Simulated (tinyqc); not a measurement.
What moves the moment: Stoner model of a band ferromagnet.

Density of states per atom and spin: flat with a rise to the top, D(e) = (M/W) [1 - sp + 4 sp (e/W + 1/2)^3]. Levels e -/+ I m/2 for up and down spin, m = n_up - n_down, n_up + n_down = nd. At zero temperature e(N) is the energy below which N states lie, and E(m) = sum over spins of integral e D de - I m^2/4.

Values chosen for the exercise: W = 4.3 eV (band width, e from -W/2 to W/2); M = 5 (states per atom and spin); nd = 8.18 (electrons per atom); sp = 0.68 (shape parameter); I = 0.54 eV (Stoner parameter).

Lowest state for each case.

Results for these values:
```
case  I D(EF)  m (muB)  E - E(0) (meV)
base    1.595    1.820          -164.7
```

What happens to each result for sp = 0.78, all else kept?

Answer: I D(EF) rises from 1.595 to 1.769; m does not change at the printed digits; E - E(0) falls from -164.7 to -192.7.

The same for each parameter in turn:
```
case          I D(EF)  m (muB)  E - E(0) (meV)
base            1.595    1.820          -164.7
W = 3.956 eV    1.734    1.820          -187.3
I = 0.583 eV    1.722    1.820          -200.3
nd = 7.88       1.542    2.120          -208.8
sp = 0.78       1.769    1.820          -192.7
```

Computed by tinyqc, a small Python program: `OMP_NUM_THREADS=1 python tinyqc.py 1681553 1681554 out.jsonl` (the numbers bound the seed that draws the inputs); one thread of a shared host (Intel(R) Xeon(R) Processor @ 2.30GHz), about 0.3 s for the whole set of steps.
